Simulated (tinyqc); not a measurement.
Square lattice in a magnetic field (Harper-Hofstadter model), step by step. Values are carried at full precision from step to step, so a last printed digit may differ when a step is redone from the rounded ones.

Constants: h/e = 413566.7697 T angstrom^2.

Inputs chosen for the exercise: p = 1 (flux per plaquette p/q, in units of h/e); q = 3; a = 800 angstrom (period); tx = 1.9 meV (hopping along x); ty = 1.9 meV (hopping along y); k = (0.668, 0.256) (kx, ky).

## The field behind the flux

B = (p/q)(h/e)/a^2, and the field for one flux quantum a cell.

B = 0.2154 T
field for one quantum = 0.6462 T

## The Harper matrix

Landau gauge, lattice period 1: the magnetic cell has q sites j = 0 to q - 1 along x. H_jj = -2 ty cos(ky + 2 pi p j/q), H_(j,j+1) = -tx, and the bond from q - 1 back to 0 is H_(q-1,0) = -tx exp(i q kx). The levels depend on k only through cos(q kx) and cos(q ky), so the band edges lie at (0, 0) and (pi/q, pi/q).

Fill it in at the given k.

H(k) (meV):
```
                0        1               2
0         -3.6762  -1.9000  0.7976+1.7245i
1         -1.9000   2.6714         -1.9000
2  0.7976-1.7245i  -1.9000          1.0048
```

## Levels at that k

Diagonalise; the trace is a check.

levels (meV): -4.7461  0.1900  4.5561

trace = 0.0000 meV

## Band edges

Diagonalise at (0, 0) and (pi/q, pi/q).

Bands (meV):
```
band   bottom      top   width  gap above
1     -5.1909  -3.8000  1.3909     2.4091
2     -1.3909   1.3909  2.7818     2.4091
3      3.8000   5.1909  1.3909          -
```

The bands cover 5.564 meV of the zero-field width 4 (tx + ty) = 15.2 meV.

## Hall conductance of the gaps

Gap r (r bands filled) has sigma_xy = t_r e^2/h in size and relative sign, where r = q s_r + p t_r with integers and |t_r| <= q/2; the Chern number of band r is t_r - t_(r-1), with t_0 = t_q = 0.

Integers:
```
r  t_r  s_r  Chern number of band r
1    1    0                       1
2   -1    1                      -2
3    0    1                       1
```

The first gap carries t = 1; a single Landau level would carry 1.

## Checks

- Size of the Chern number of band 1 from plaquette phases against the integer equation: both 1.00.

(tinyqc, `OMP_NUM_THREADS=1 python tinyqc.py 1280001 1280002 out.jsonl`, Intel(R) Xeon(R) Processor @ 2.30GHz, 1 thread, shared host, about 0.02 s.)
